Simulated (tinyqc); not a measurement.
# From one set of inputs to another, one input at a time

Model: Deal-Grove kinetics of thermal oxidation of silicon. Computed by tinyqc, a small Python program. Command: `OMP_NUM_THREADS=1 python tinyqc.py 3008421 3008422 out.jsonl oxide ladder`. One thread of a shared host (Intel(R) Xeon(R) Processor @ 2.30GHz), about 0.3 s of CPU time with the checks.

Oxidant diffuses through the oxide and reacts at the interface, so that dx/dt = B/(A + 2x) for the oxide thickness x.

The inputs printed are set A. Inputs not listed in the table keep their values of set A, so the rows need not describe a real material.

Inputs (values chosen for the exercise, close to those used for silicon):
```
quantity                       value    unit
prefactor B0                     878  um^2/h
activation energy E_B           1.23      eV
prefactor (B/A)0            3.26e+06    um/h
activation energy E_A           2.01      eV
temperature T                    875       C
oxidant pressure p                10     atm
pressure exponent m of B/A      0.79       -
initial oxide x_i              0.025      um
time t                           1.4       h
```

Ambient: dry oxygen. Surface: (100).

Constants: k_B = 8.617333262e-05 eV/K.

Method:
- B = B0 p exp(-E_B/(k_B T)), B/A = (B/A)0 p^m exp(-E_A/(k_B T)), p in atm; A = B/(B/A).
- Temperatures in kelvin are T(C) + 273.15.
- tau = (x_i^2 + A x_i)/B and x = (A/2) [sqrt(1 + 4 B (t + tau)/A^2) - 1], the root of x^2 + A x = B (t + tau).
- Silicon consumed is 0.44 times the oxide grown; the rate is B/(A + 2x).

Each row keeps all changes above it:
```
input moved                                                from         to  oxide thickness x (um)  final growth rate (um/h)     tau (h)
set A                                                         -          -                 0.06429                   0.02721  8.4497e-01
oxidant pressure p (atm)                                     10          5                 0.04781                   0.01596  1.4658e+00
prefactor (B/A)0 (um/h)                                 3260000    3630000                 0.05015                   0.01751  1.3201e+00
prefactor B0 (um^2/h) and activation energy E_B (eV)  878, 1.23  745, 1.22                 0.05003                   0.01740  1.3224e+00
temperature T (C)                                           875       1175                 0.47358                   0.19078  2.2051e-02
time t (h)                                                  1.4       0.31                 0.19627                   0.38172  2.2051e-02
initial oxide x_i (um)                                    0.025      0.002                 0.18833                   0.39298  1.5466e-03
```

Where does the difference come from?

Oxide thickness x goes from 0.0643 to 0.188, a factor 2.93 in all. The largest single move comes from temperature T (a factor 9.47), and time t works against it (a factor 0.414). Final growth rate goes from 0.0272 to 0.393, a factor 14.4 in all. The largest single move comes from temperature T (a factor 11.0), and oxidant pressure p works against it (a factor 0.587). tau goes from 0.845 to 0.00155, a factor 0.00183 in all. The largest single move comes from temperature T (a factor 0.0167), and oxidant pressure p works against it (a factor 1.73). The single moves hold for this order of the switches; the total does not depend on the order.

Extremes, crossings and ranges named in words are read from the listed rows.
